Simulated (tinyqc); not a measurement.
Worked calculation: geometry relaxation of a small cluster. Computed by tinyqc, a small Python program that keeps every step. Command: `OMP_NUM_THREADS=1 python tinyqc.py 3023264 3023265 out.jsonl relax walk`. One thread of a shared host (Intel(R) Xeon(R) Processor @ 2.30GHz), about 0.02 s of CPU time with the checks. Intermediate numbers are printed to about 6 digits and carried at full precision; extremes and crossings named in words are read from the listed rows.

E = sum_(i<j) phi(r_ij), phi(r) = eps [exp(-2 alpha (r - r0)) - 2 exp(-alpha (r - r0))]; the force on i is -sum_j phi'(r_ij) (R_i - R_j)/r_ij.

Inputs (values chosen for the exercise, for model atoms):
```
quantity,value,unit
length r0,2.65,angstrom
well depth eps,0.67,eV
stiffness alpha,1.67,1/angstrom
step factor eta,0.035,angstrom^2/eV
largest number of steps,500,-
```

Potential: Morse. Method: steepest descent.

starting positions (angstrom):
```
,x,y,z
atom 1,0.17,-0.05,0
atom 2,2.57,-0.09,-0.04
atom 3,1.16,2.26,-0.03
atom 4,1.46,0.68,2.21
atom 5,1.24,1,-2.2
```

## Energy and forces at the start

Evaluate E and the forces at the starting positions.

distances (angstrom): 1-2 2.40067, 1-3 2.51338, 1-4 2.66103, 1-5 2.66222, 2-3 2.74057, 2-4 2.62440, 2-5 2.76091, 3-4 2.75754, 3-5 2.51056, 4-5 4.42706

energy at the start = -5.77611 eV

forces (eV/angstrom):
```
,x,y,z
atom 1,-1.99873,-0.60448,0.03452
atom 2,1.50497,0.29652,-0.36162
atom 3,0.43254,0.62621,0.88029
atom 4,-0.10145,0.20294,-0.30430
atom 5,0.16267,-0.52119,-0.24890
```

## The first two steps

Steepest descent: R(new) = R + eta F. No atom moves more than 0.3 angstrom a step (the whole step is scaled). Stop when the largest force component is below 1e-5 eV/angstrom.

positions after step 1 (angstrom):
```
,x,y,z
atom 1,0.10004,-0.07116,0.00121
atom 2,2.62267,-0.07962,-0.05266
atom 3,1.17514,2.28192,0.00081
atom 4,1.45645,0.68710,2.19935
atom 5,1.24569,0.98176,-2.20871
```

energy after step 1 = -5.97369 eV

positions after step 2 (angstrom):
```
,x,y,z
atom 1,0.07827,-0.07611,0.00079
atom 2,2.63365,-0.06532,-0.06203
atom 3,1.18575,2.28273,0.01945
atom 4,1.45286,0.69102,2.18460
atom 5,1.24947,0.96768,-2.20281
```

energy after step 2 = -6.02002 eV

## All steps

The formulas are those given above.

Course of the relaxation:
```
step,E (eV),largest force (eV/angstrom),force calls
0,-5.77611,1.99873e+00,1
1,-5.97369,6.22120e-01,2
2,-6.02002,3.80460e-01,3
3,-6.04786,3.28130e-01,4
4,-6.06618,2.81012e-01,5
5,-6.07843,2.38936e-01,6
6,-6.08671,2.03300e-01,7
7,-6.09242,1.73971e-01,8
8,-6.09646,1.50167e-01,9
...,...,...,...
115,-6.11173,1.87959e-05,116
116,-6.11173,1.73114e-05,117
117,-6.11173,1.59441e-05,118
118,-6.11173,1.46848e-05,119
119,-6.11173,1.35249e-05,120
120,-6.11173,1.24567e-05,121
121,-6.11173,1.14729e-05,122
122,-6.11173,1.05667e-05,123
123,-6.11173,9.73213e-06,124
```

final positions (angstrom):
```
,x,y,z
atom 1,0.02134,-0.06009,-0.00143
atom 2,2.67760,0.04735,-0.10276
atom 3,1.26105,2.29273,0.06819
atom 4,1.40593,0.65149,2.12521
atom 5,1.23408,0.86851,-2.14921
```

final energy = -6.11173 eV

steps = 123

largest force at the end = 9.73213e-06 eV/angstrom

Converged in 123 steps.

## Curvatures at the end

Hessian at the final positions by central differences of the forces; six eigenvalues vanish (translations and rotations). Steepest descent is stable for eta below 2/lambda_max and contracts the softest mode by 1 - eta lambda_min a step.

non-zero eigenvalues (eV/angstrom^2): [2.2566, 2.2567, 4.9082, 7.3886, 7.3887, 7.7352, 7.7354, 13.2233, 15.9417]

condition number = 7.06452

largest stable eta = 0.125457 angstrom^2/eV

contraction of the softest mode = 0.921019

All are positive, so the end point is a minimum.

## Four methods from the same start

Conjugate gradient (Polak-Ribiere): d = F + beta d(old), beta = max(0, F.(F - F(old))/|F(old)|^2), d = F at first; step length from one secant, s = eta (F.d)/(F.d - F(R + eta d).d), replaced by eta if that is not positive; R(new) = R + s d. BFGS: R(new) = R + B F with the inverse Hessian B = eta 1 at first; with s = R(new) - R, y = F - F(new), rho = 1/(y.s): B(new) = (1 - rho s y^T) B (1 - rho y s^T) + rho s s^T, skipped if y.s is not positive. FIRE with unit mass: if F.v > 0, v = (1 - a) v + a |v| F/|F|, and after more than 5 such steps in a row dt = min(1.1 dt, 5 dt0), a = 0.99 a; else v = 0, a = 0.1, and dt = dt/2 (not at the first step). Then v = v + dt F, R(new) = R + dt v. dt0 = sqrt(eta), a = 0.1 at first. In this comparison each method may take up to 1500 steps.

Cost:
```
method,steps,force calls,final E (eV),calls to reach 1e-2
steepest descent,123,124,-6.11173,40
conjugate gradient,17,35,-6.11173,17
BFGS,25,26,-6.11173,13
FIRE,108,109,-6.11173,39
```

In force calls the order is BFGS (26), conjugate gradient (35), FIRE (109), steepest descent (124). All that converged end at the same energy. Near the minimum steepest descent multiplies the slowest mode by 0.921 in size a step, 28 steps a decade of force, at a condition number of 7.1. It is the dearest here: the others use earlier steps to learn the curvature or to build momentum along soft directions.

Checks made by the program: forces against finite differences of E (relative difference 4e-10).
